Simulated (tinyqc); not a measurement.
# Junction parameters from two forward currents

Question. D(v) = J1 (exp(v/Vt) - 1) + J2 (exp(v/(2 Vt)) - 1). Find J1, J2 and the voltage 2 Vt ln(J2/J1) near which both parts are equal.

Parameters, values chosen for the exercise: temperature T = 330 K.

Constants: q = 1.602176634e-19 C, kB = 1.380649e-23 J/K, Vt = kB T/q. Results are converted to the units shown.

junction voltages (V): [0.28, 0.64]
currents (uA/um): [3.6374373e-7, 0.0073261479]

Answer. The current is linear in J1 and J2, so two points give two equations.

J1 = 1.200e-12 uA/um
J2 = 2.500e-9 uA/um
crossover = 0.4346 V

Program tinyqc, `OMP_NUM_THREADS=1 python tinyqc.py 2182068 2182069 out.jsonl`; Intel Xeon 2.30GHz, shared host, one thread, about 0.2 s.
